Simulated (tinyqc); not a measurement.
Film, cylinder and sphere at the same misfit: thermal stress, cracking, delamination and buckling of a thin film; Griffith cracks and misfitting inclusions. Computed by tinyqc, a small Python program. Command: `OMP_NUM_THREADS=1 python tinyqc.py 3014228 3014229 out.jsonl filmcrack walk`. One thread of a shared host (Intel(R) Xeon(R) Processor @ 2.30GHz), about 0.01 s of CPU time with the checks.

Isotropic linear elasticity; the substrate is much thicker than the film; stress is positive in tension.

Inputs (values chosen for the exercise, for a model film):
```
quantity,value,unit
film Young's modulus E,96.8,GPa
film Poisson ratio nu,0.33,-
film expansion alpha_f,11.9,1e-6/K
substrate expansion alpha_s,3.3,1e-6/K
deposition temperature T_d,525,K
final temperature T,300,K
intrinsic stress,-220,MPa
film thickness h,0.3,micrometre
substrate Young's modulus E_s,144,GPa
substrate Poisson ratio nu_s,0.28,-
```

Method. Thermal strain = (alpha_f - alpha_s)(T_d - T); stress = E/(1 - nu) x strain + intrinsic stress; plane-strain modulus Ebar = E/(1 - nu^2); G0 = stress^2 h/(2 Ebar) is the energy freed per area when a long strip loses its stress across its width. Thermal misfit e alone, mean stress = trace/3 and largest difference of principal stresses inside. Film: E e/(1 - nu) in two directions, 0 in the third. Cylinder: s0 = (1 + nu) e/[(1 + nu)(1 - 2 nu)/E + (1 + nu_s)/E_s] twice and s_zz = E e + 2 nu s0. Sphere: e/[(1 - 2 nu)/E + (1 + nu_s)/(2 E_s)] three times.

thermal strain = 0.001935

Stresses inside (MPa):
```
shape,s1,s2,s3,mean,largest difference
film,279.56,279.56,0.00,186.38,279.56
cylinder,189.78,189.78,312.57,230.71,122.78
sphere,243.19,243.19,243.19,243.19,0.00
```

The mean stress in size is 186 MPa in the film, 231 in the cylinder and 243 in the sphere, while the largest difference, twice the largest shear stress, goes from 280 through 123 to 0. In a ductile solid shear can relax by slip and hydrostatic stress cannot, so a confined metal builds up the triaxial stress that opens voids.

Extremes, crossings and ranges named in words are read from the listed rows.
